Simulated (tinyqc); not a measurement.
## Interface states from two metals

Question. Schottky barriers follow phi = S (pM - chi) + (1 - S) E0, S = 1/(1 + q Ds dl/(eps0 ei)). Find S, E0 and Ds.

Inputs (values chosen for the exercise); material values close to those of 4H silicon carbide:
- chi = 3.62 eV (electron affinity)
- dl = 0.47 nm (thickness of the interface layer)
- ei = 3.7 (its relative permittivity)

Constants: q = 1.602176634e-19 C, eps0 = 8.8541878128e-14 F/cm where lengths are in cm. Results are converted to the units shown.

phi for pM = 4.18 and 5.25 eV (eV): [0.74592818, 1.5845989]

Answer. The slope is S, and either point then gives E0.

S = 0.7838
E0 = 1.420 eV
Ds = 1.200e13 cm^-2 eV^-1

Numbers from tinyqc (`OMP_NUM_THREADS=1 python tinyqc.py 2430120 2430121 out.jsonl`; about 0.01 s on one thread of a shared Intel Xeon 2.30GHz).
